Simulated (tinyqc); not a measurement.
Changing the quartic constant b: one anharmonic mode: perturbation theory, self-consistent phonons and exact levels. Computed by tinyqc, a small Python program. Command: `OMP_NUM_THREADS=1 python tinyqc.py 3010558 3010559 out.jsonl scp sweep`. One thread of a shared host (Intel(R) Xeon(R) Processor @ 2.30GHz), about 0.07 s of CPU time with the checks.

V(x) = k x^2/2 + b x^4 for one coordinate x of mass M. A constant K > 0 gives hbar Omega = sqrt((hbar^2/u) K/M) with K in eV/angstrom^2 and M in u.

Inputs (values chosen for the exercise, for a model mode):

| quantity | value | unit |
|---|---|---|
| mode mass M | 56 | u |
| harmonic constant k | 17.8 | eV/angstrom^2 |
| temperature T | 92 | K |
| mixing | 0.4 | - |

Shape: single well.

Constants: hbar^2/u = 4.18015928e-03 eV angstrom^2; k_B = 8.617333262e-05 eV/K.

Method:
- Self-consistent phonon, centred at x = 0: K = k + 12 b <x^2>, <x^2> = (hbar Omega/(2K)) coth(hbar Omega/(2 k_B T)).
- Start at K = |k|; K(new) = K + mixing x (K_out - K), but at least K/20; stop when |K_out - K| < 1e-9 |k| or after 90 steps.
- Its free energy is F = k_B T ln[2 sinh(hbar Omega/(2 k_B T))] + (k - K)<x^2>/2 + 3 b <x^2>^2, an upper bound to the exact one.
- Basis: oscillator states n of the constant |k|, with x = s (a + a+), s^2 = hbar Omega/(2|k|); H = hbar Omega (n + 1/2) + (k - |k|) x^2/2 + b x^4, with exact matrix elements of x^2 and x^4.
- Exact values use 120 basis states: F = -k_B T ln sum exp(-E_n/(k_B T)), and <x^2> is the Boltzmann mean.

One run for each value:

| quartic constant b (eV/angstrom^4) | self-consistent quantum (meV) | E_1 - E_0 (meV) | self-consistent <x^2> (angstrom^2) | exact <x^2> (angstrom^2) |
|---|---|---|---|---|
| 170 | 38.46 | 38.385 | 9.8586e-04 | 9.8689e-04 |
| 320 | 40.00 | 39.846 | 9.4528e-04 | 9.4775e-04 |
| 610 | 42.57 | 42.263 | 8.8494e-04 | 8.8996e-04 |
| 1100 | 46.15 | 45.603 | 8.1346e-04 | 8.2153e-04 |
| 2200 | 52.33 | 51.337 | 7.1521e-04 | 7.2678e-04 |
| 4100 | 60.10 | 58.559 | 6.2166e-04 | 6.3542e-04 |
| 7700 | 70.56 | 68.306 | 5.2912e-04 | 5.4378e-04 |
| 15000 | 85.02 | 81.836 | 4.3903e-04 | 4.5334e-04 |
| 27000 | 101.22 | 97.062 | 3.6872e-04 | 3.8196e-04 |

Over the rows, self-consistent quantum (meV) rises from 38.5 to 101 (exponent d ln y / d ln x 0.062 between the first rows and 0.30 between the last); E_1 - E_0 (meV) rises from 38.4 to 97.1 (exponent d ln y / d ln x 0.059 between the first rows and 0.29 between the last); self-consistent <x^2> (angstrom^2) falls from 9.86e-4 to 3.69e-4 (exponent d ln y / d ln x -0.066 between the first rows and -0.30 between the last). The self-consistent quantum is 1.00 times E_1 - E_0 in the first row and 1.04 in the last; it follows from the curvature averaged over the spread of x, not from the lowest spacing alone.

Extremes, crossings and ranges named in words are read from the listed rows.
